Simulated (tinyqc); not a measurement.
Vertical double-diffused power MOSFET, components of the on-resistance: one step of the calculation.

Stripe cells of pitch Wp + a, two channels a cell. Current flows through the channels, spreads in the accumulation layer, passes the gap between the p bodies and spreads at 45 degrees into the drift layer below them. Low drain voltage, full ionisation.

Task. Components of the on-resistance. Pitch p = Wp + a, Cox = 3.9 eps0/tox; zero-bias depletion in the gap w0 = sqrt(2 eps0 eps_r Vbi/(q N Nj)), open gap g = a - 2 w0; R_ch = Lc p/(2 mch Cox Vov); R_acc = 0.6 a p/(4 mac Cox Vov), 0.6 being an empirical factor for current leaving the layer along its length; R_gap = (rho/Nj) xp p/g; spreading depth t = min(W, (p - g)/2); R_drift = (rho p/2) ln((g + 2 t)/g) + rho (W - t); R_on = the sum with Rs.

Inputs (values chosen for the exercise); bulk values close to those of 4H silicon carbide:
- eps_r = 9.73 (relative permittivity)
- tox = 96 nm (gate oxide thickness (eps_r 3.9))
- Vov = 6 V (gate overdrive)
- mch = 29 cm^2/(V s) (channel mobility)
- mac = 190 cm^2/(V s) (accumulation-layer mobility)
- Lc = 1 um (channel length)
- Wp = 4.6 um (width of the p body in one cell, channels included)
- a = 4.7 um (gap between neighbouring p bodies)
- xp = 0.7 um (depth of the p body)
- Nj = 3 (doping of the gap over the drift doping)
- Vbi = 2.79 V (built-in voltage of the body junction)
- Rs = 0.55 mohm cm^2 (substrate and contact resistance)

Constants: q = 1.602176634e-19 C, eps0 = 8.8541878128e-14 F/cm where lengths are in cm. Results are converted to the units shown.

N = 1.7359010e16 cm^-3
W = 7.4670553 um
mu = 352.95055 cm^2/(V s)
rho = 1.0187105 ohm cm

Wanted: w0; g; components; R_on; shares.

Result.

w0 = 0.24003 um
g = 4.2199 um
components (mohm cm^2): channel 7.4295, accumulation 1.5989, gap 0.052385, drift 0.87624, substrate 0.55000
R_on = 10.507 mohm cm^2
shares (%): channel 70.710, accumulation 15.218, gap 0.499, drift 8.339, substrate 5.235

The channel term is the largest. R_on is 13.8 times the ideal drift resistance, and spreading raises the drift term to 1.15 times it.

Program tinyqc, `OMP_NUM_THREADS=1 python tinyqc.py 2230039 2230040 out.jsonl`; Intel Xeon 2.30GHz, shared host, one thread, about 0.01 s.
